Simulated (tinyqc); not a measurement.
Exponent and activation energy from three stresses.

Question. Oxide breakdown follows t63 = a V^(-n) exp(Ea q/(kB T)). Find n, Ea and the E-model slope gamma = n/E (cm/MV) at the higher voltage, E = V/tox.

Parameters, values chosen for the exercise:
- tox = 2.7 nm (oxide thickness)

Constants: q = 1.602176634e-19 C, kB = 1.380649e-23 J/K. Results are converted to the units shown.

t63 at (3.12 V, 423 K), (4.1 V, 423 K) and (4.1 V, 448 K) (s): [1.0361804e6, 12.035331, 2.8982390]

Answer. The two voltages give n and the two temperatures Ea.

n = 41.6
Ea = 0.930 eV
gamma = 2.74 cm/MV

tinyqc, about 0.01 s, one thread, Intel Xeon 2.30GHz (shared host): `OMP_NUM_THREADS=1 python tinyqc.py 2070097 2070098 out.jsonl`
